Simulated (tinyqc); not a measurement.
Strain-driven crossing of the Gamma and L valleys in a germanium-like crystal alloyed with tin, step by step. Values are carried at full precision from step to step, so a last printed digit may differ when a step is redone from the rounded ones.

With tin the unstrained gaps become E(y) = (1 - y) E + y EgS - CS y (1 - y); all other values are kept.
Constants: kB = 8.617333262e-05 eV/K; hc = 1239.841984 eV nm.

Values chosen for the exercise (near those of Ge, gaps at low temperature; the results hold for these values, not for the real material): Eg = 0.912 eV (gap at Gamma to the s-like level); EgL = 0.751 eV (gap to L); EgS = (-0.396, 0.104) eV (Gamma and L gaps of the tin end); CS = (2.51, 0.97) eV (bowing of the Gamma and L gaps); y = 0.019 (tin fraction); C11 = 129.8 GPa; C12 = 48.4 GPa; C44 = 66.3 GPa; load = biaxial (001) (kind of strain); e0 = -0.0155 (size of the strain); Dso = 0.29 eV (spin-orbit splitting); ac = -8.22 eV (conduction deformation potential); av = 1.22 eV (valence hydrostatic potential); b = -2.58 eV (tetragonal shear potential); d = -5.31 eV (trigonal shear potential); aL = -1.66 eV (hydrostatic potential of the L edge, Xd + Xu/3); XuL = 16.92 eV (uniaxial potential, L); mG = 0.0409 m0 (mass at Gamma); mL = 0.554 m0 (density-of-states mass of the four L valleys together); T = 300 K (temperature).

## Gaps of the unstrained alloy

Give both gaps, their difference, and the y at which they cross (the root of a quadratic between 0 and 0.3).

Gamma and L gaps (eV): [0.8404, 0.7206]

Gamma - L = 0.1197 eV
crossing y = 0.0773

Without strain the alloy is indirect.

## The strain tensor for a biaxial (001) load

Biaxial loads: e0 is the in-plane strain e_par and the normal is free. (001): e_perp = -2 (C12/C11) e_par; exx = eyy = e_par, ezz = e_perp, no shear. (111): e_perp = -(2 C11 + 4 C12 - 4 C44)/(C11 + 2 C12 + 4 C44) e_par; exx = eyy = ezz = (2 e_par + e_perp)/3 and exy = eyz = ezx = (e_perp - e_par)/3. (110): e_perp = -(C11 + 3 C12 - 2 C44)/(C11 + C12 + 2 C44) e_par; exx = eyy = (e_par + e_perp)/2, ezz = e_par, exy = (e_perp - e_par)/2, eyz = ezx = 0. Uniaxial loads: a stress along n, scaled so that n.e.n = e0, with exx = s11 sxx + s12 (syy + szz), exy = s44 sxy/2, s11 = (C11 + C12)/((C11 - C12)(C11 + 2 C12)), s12 = -C12/((C11 - C12)(C11 + 2 C12)), s44 = 1/C44.

Form the tensor and its trace.

strain tensor in the cubic axes, rows x, y, z and columns alike:
```
[[-0.015500, 0.000000, 0.000000],
 [0.000000, -0.015500, 0.000000],
 [0.000000, 0.000000, 0.011559]]
```

tr(e) = -0.019441

## Band edges

Edges from the unstrained valence top: Gamma at Eg + ac tr(e); an L valley with unit axis u at EgL + aL tr(e) + XuL (u.e.u - tr(e)/3), u along [111], [1-1-1], [-11-1], [-1-11]; valence edges are the levels of the 6 x 6 matrix of X, Y, Z times spin with -Dso/3 + l exx + m (eyy + ezz) on the diagonal (cyclic), n exy off it, l = av + 2 b, m = av - b, n = sqrt(3) d. Spin-orbit term (Dso/3) L.sigma on X, Y, Z with (L_k)_ij = -i epsilon_kij: <X+|H|Y+> = -i Dso/3, <X+|H|Z-> = Dso/3, <Y+|H|Z-> = -i Dso/3, <Z+|H|X-> = -Dso/3, <Z+|H|Y-> = i Dso/3, <X-|H|Y-> = i Dso/3, and their conjugates; + and - are the spin along z.

Give the edges and the direct and indirect gaps from the top valence edge.

Gamma edge = 1.0002 eV

L edges (eV): [111] 0.7529, [1-1-1] 0.7529, [-11-1] 0.7529, [-1-11] 0.7529

valence edges from the top (eV): [0.0461, -0.0557, -0.3515]

direct and indirect gap (eV): [0.9541, 0.7068]

The gap is indirect: Gamma lies 247 meV above the lowest L valley. The top two valence edges are 102 meV apart.

## Electrons in the Gamma valley

Non-degenerate, parabolic: share = mG^(3/2)/(mG^(3/2) + (mL^(3/2)/4) sum_i exp(-(E_Li - E_Gamma)/kT)). Also the offset at which four equal L valleys hold half of the electrons, kT ln((mL/mG)^(3/2)), and the wavelength hc/E of the direct gap.

(mL/mG)^(3/2) = 49.85
share in Gamma = 0.000141 %
offset for an even split = 101.1 meV
wavelength = 1300 nm

With the L valleys as they lie here, Gamma must be 101 meV below the lowest of them to hold half of the electrons at 300 K; it lies 247 meV above. A direct gap alone is not enough.

## Checks

- Gamma and lowest L edge at e0 = 0.01455, where the linear shifts make them meet (eV): both 0.6903.

(tinyqc, `OMP_NUM_THREADS=1 python tinyqc.py 1051376 1051377 out.jsonl`, Intel(R) Xeon(R) Processor @ 2.30GHz, 1 thread, shared host, about 0.01 s.)
